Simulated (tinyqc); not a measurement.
Inputs raised by 10 %, one at a time: wafer bonding and layer transfer: bond energy, gap closing, particles, bonding of dissimilar wafers and hydrogen blisters. Computed by tinyqc, a small Python program. Command: `OMP_NUM_THREADS=1 python tinyqc.py 3001303 3001304 out.jsonl bond sens`. One thread of a shared host (Intel(R) Xeon(R) Processor @ 2.30GHz), about 0.01 s of CPU time with the checks.

gamma is the energy per area of each of the two surfaces; plates are isotropic, and both wafers have E1 and t1.

Inputs (values chosen for the exercise, with wafer 1 close to silicon):
```
quantity                                      value        unit
Young's modulus E1                              133         GPa
Poisson ratio nu                                0.2           -
thickness t1                                    525  micrometre
blade thickness t_b                             100  micrometre
crack length L                                 13.6          mm
particle radius h                              0.48  micrometre
radius of a shallow gap R                         2          mm
half height of the gap h_g                       16          nm
implant depth d                                0.27  micrometre
hydrogen dose                                   7.3   1e16/cm^2
share of the dose released as H2               0.44           -
surface energy of the weakened plane gamma_s   0.58       J/m^2
anneal temperature T                            875           K
```

Pair: two equal wafers.

Constants: k_B = 1.380649e-23 J/K.

Method:
- Two cantilevers opened by t_b: gamma = 3 t_b^2 E1 t1^3 E2 t2^3/(16 L^4 (E1 t1^3 + E2 t2^3)).
- E' = E1/(1 - nu^2), equal wafers of thickness t1 assumed. A gap of radius R closes if h_g < h_c: h_c = R^2/sqrt((2/3) E' t1^3/gamma) for R > 2 t1 (plate bending), h_c = 3.6 sqrt(R gamma/E') for R < 2 t1 (local deformation).
- E' = E1/(1 - nu^2), equal wafers assumed. Void radius in the plate regime: R_v = [(2/3) E' t1^3/gamma]^(1/4) h^(1/2). Below h_crit = 5 sqrt(t1 gamma/E') the wafers deform locally and R_v is of the order of h (taken as h).
- A flat crack of radius r under a layer of thickness d, as a clamped plate: centre height w = 3 p r^4/(16 E' d^3), volume pi r^2 w/3, energy release G = 3 p^2 r^4/(32 E' d^3), E' = E1/(1 - nu^2). It grows when G = 2 gamma_s. The gas comes from the area pi r^2: p V = (dose x share/2) pi r^2 k_B T, and G = p w/2 = (3/2) N k_B T with N the H2 molecules per area. Share needed: G = 2 gamma_s. The pressure and height at growth are given for r = 10 d.

Runs; columns: (1) input moved; (2) from; (3) to; (4) bond energy gamma (J/m^2); (5) void radius (micrometre); (6) closable height h_c (nm); (7) pressure at growth (MPa):
```
(1)                              (2)    (3)      (4)     (5)     (6)     (7)
base run                           -      -  0.52741  1554.4  794.60  25.197
Young's modulus E1 (GPa)         133  146.3  0.58015  1554.4  794.60  26.427
thickness t1 (micrometre)        525  577.5  0.70198  1554.4  794.60  25.197
crack length L (mm)             13.6  14.96  0.36023  1709.9  656.69  25.197
particle radius h (micrometre)  0.48  0.528  0.52741  1630.3  794.60  25.197
hydrogen dose (1e16/cm^2)        7.3   8.03  0.52741  1554.4  794.60  25.197
anneal temperature T (K)         875  962.5  0.52741  1554.4  794.60  25.197
implant depth d (micrometre)    0.27  0.297  0.52741  1554.4  794.60  24.025
```

Exponents ln(y'/y) / ln(x'/x):
```
input                 bond energy gamma  void radius  closable height h_c  pressure at growth
Young's modulus E1                    1          0.0                    0                 0.5
thickness t1                          3          0.0                    0                 0.0
crack length L                       -4          1.0                   -2                 0.0
particle radius h                     0          0.5                    0                 0.0
hydrogen dose                         0          0.0                    0                 0.0
anneal temperature T                  0          0.0                    0                 0.0
implant depth d                       0          0.0                    0                -0.5
```

Which inputs matter most for each result?

Among the inputs moved here: bond energy gamma answers most in size to crack length L (exponent -4.000), next to thickness t1 (+3.000); its exponent is below 0.0005 for particle radius h, hydrogen dose, anneal temperature T, implant depth d. Its exponent +3.000 in thickness t1: bending stiffness. Its exponent -4.000 in crack length L: beam compliance goes as L^3. Void radius answers most in size to crack length L (exponent +1.000), next to particle radius h (+0.500); its exponent is below 0.0005 for Young's modulus E1, thickness t1, hydrogen dose, anneal temperature T, implant depth d. Its exponent +0.500 in particle radius h: plate bending. Closable height h_c answers most in size to crack length L (exponent -2.000); its exponent is below 0.0005 for Young's modulus E1, thickness t1, particle radius h, hydrogen dose, anneal temperature T, implant depth d. Pressure at growth answers most in size to Young's modulus E1 (exponent +0.500), and about equally to implant depth d (-0.500); its exponent is below 0.0005 for thickness t1, crack length L, particle radius h, hydrogen dose, anneal temperature T. Its exponent -0.500 in implant depth d: d^(3/2)/r^2 at r proportional to d.
